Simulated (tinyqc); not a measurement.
Fermi-Dirac statistics of conduction electrons: one step. Mean energy, Einstein relation and screening. Four cases, with inputs chosen for the exercise.

Task: Mean kinetic energy <E> = (3/2) kT F_3/2/F_1/2; D/mu = (kT/e) F_1/2/F_-1/2; dn/dEF = (Nc/kT) F_-1/2; screening length L = (4 pi (e^2/(4 pi eps0)) (dn/dEF)/eps)^(-1/2), with dn/dEF in 1/(angstrom^3 eV) (1/cm^3 = 1e-24/angstrom^3).

F_j(eta) = (1/Gamma(j + 1)) integral_0^infinity x^j dx/(1 + exp(x - eta)), which tends to exp(eta) for eta << 0.

Constants: e^2/(4 pi eps0) = 14.39964547 eV angstrom.

Case 1.

Values chosen (out of a larger set: near those of GaAs, lowest valleys alone; not measured data): eps = 12.9 (static dielectric constant).

eta = -1.6566638
kT = 0.03446933 eV
Nc = 6.700270e+17 1/cm^3

Case 2.

Values chosen (out of a larger set: near those of InAs, lowest valleys alone; not measured data): eps = 15.4 (static dielectric constant).

eta = -0.4936953
kT = 0.00663535 eV
Nc = 1.352246e+16 1/cm^3

Case 3.

Values chosen (out of a larger set: near those of GaN, lowest valleys alone; not measured data): eps = 9.53 (static dielectric constant).

eta = -1.9911829
kT = 0.00689387 eV
Nc = 3.067642e+17 1/cm^3

Case 4.

Values chosen (out of a larger set: near those of Si, lowest valleys alone; not measured data): eps = 11.9 (static dielectric constant).

eta = -1.9993660
kT = 0.03446933 eV
Nc = 4.328437e+19 1/cm^3

Give: F_-1/2, F_1/2, F_3/2; <E>; D/mu; dn/dEF; L.

Result:

Case 1.

F_-1/2, F_1/2, F_3/2: 0.1685  0.1791  0.1847

<E> = 53.34 meV
D/mu = 36.64 mV
dn/dEF = 3.275e+18 1/(cm^3 eV)
L = 147.5 angstrom

EF lies within 2 kT of the edge. D/mu is 1.063 times kT/e and <E> is 1.032 times (3/2) kT; the Debye formula, with n/kT in place of dn/dEF, would give L = 143.1 angstrom.

Case 2.

F_-1/2, F_1/2, F_3/2: 0.4332  0.5103  0.5559

<E> = 10.84 meV
D/mu = 7.82 mV
dn/dEF = 8.828e+17 1/(cm^3 eV)
L = 310.5 angstrom

EF lies within 2 kT of the edge. D/mu is 1.178 times kT/e and <E> is 1.089 times (3/2) kT; the Debye formula, with n/kT in place of dn/dEF, would give L = 286.1 angstrom.

Case 3.

F_-1/2, F_1/2, F_3/2: 0.1247  0.1304  0.1334

<E> = 10.58 meV
D/mu = 7.21 mV
dn/dEF = 5.547e+18 1/(cm^3 eV)
L = 97.44 angstrom

EF lies within 2 kT of the edge. D/mu is 1.046 times kT/e and <E> is 1.023 times (3/2) kT; the Debye formula, with n/kT in place of dn/dEF, would give L = 95.27 angstrom.

Case 4.

F_-1/2, F_1/2, F_3/2: 0.1237  0.1294  0.1323

<E> = 52.88 meV
D/mu = 36.04 mV
dn/dEF = 1.554e+20 1/(cm^3 eV)
L = 20.57 angstrom

EF lies within 2 kT of the edge. D/mu is 1.046 times kT/e and <E> is 1.023 times (3/2) kT; the Debye formula, with n/kT in place of dn/dEF, would give L = 20.12 angstrom.

Computed by tinyqc, one run a case: `OMP_NUM_THREADS=1 python tinyqc.py N N+1 out.jsonl` with N = 1651898, 1652297, 1652438, 1652494; one thread of a shared Intel(R) Xeon(R) Processor @ 2.30GHz, about 0.01 s a run at most.
